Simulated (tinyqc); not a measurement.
Raising U: Hubbard chain of 6 sites, mean field against exact. Computed by the program tinyqc. Collinear unrestricted mean field (the lowest of 40 random starts) against exact diagonalisation.

one-body matrix (hopping and site energies) (eV):
```
,1,2,3,4,5,6
1,0.0000,-0.7000,0.0000,0.0000,0.0000,0.0000
2,-0.7000,0.0000,-0.7000,0.0000,0.0000,0.0000
3,0.0000,-0.7000,0.0000,-0.7000,0.0000,0.0000
4,0.0000,0.0000,-0.7000,0.0000,-0.7000,0.0000
5,0.0000,0.0000,0.0000,-0.7000,0.0000,-0.7000
6,0.0000,0.0000,0.0000,0.0000,-0.7000,0.0000
```

electrons, up and down: 3  3

Exact and mean-field results (eV):
```
U,U/t,E exact,E mean field,mean |n_up - n_down|,"double occupancy, exact",first gap in the sector
0.3500,0.5000,-4.391256,-4.366543,0.0000,0.2265,0.5545
0.7000,1.0000,-3.940225,-3.841543,0.0000,0.2031,0.4970
1.4000,2.0000,-3.182420,-2.832917,0.4041,0.1584,0.4050
2.1000,3.0000,-2.601247,-2.121792,0.6726,0.1197,0.3348
2.8000,4.0000,-2.164796,-1.660710,0.8030,0.0896,0.2807
4.2000,6.0000,-1.586698,-1.140433,0.9093,0.0522,0.2072
5.6000,8.0000,-1.237669,-0.863984,0.9485,0.0329,0.1621
8.4000,12.0000,-0.850777,-0.580082,0.9770,0.0160,0.1116
14.0000,20.0000,-0.519043,-0.349299,0.9917,0.0061,0.0681
```

What does the comparison show, and why?

In absolute terms mean field is worst at U/t = 4.0, 0.504 eV too high: at small U it is nearly exact, and at large U it misses only exchange-scale energies. Its local moments set in at U/t = 2.0 of those listed, a broken symmetry that the exact state of a finite cluster with equal spins does not have. Relative to the exact energy its error is 0.6 % at the smallest U, 33 % at most and 33 % at the largest. The double occupancy falls from 0.226 to 0.006; at the largest U the first gap is 0.49 times the exchange scale 4t^2/U.
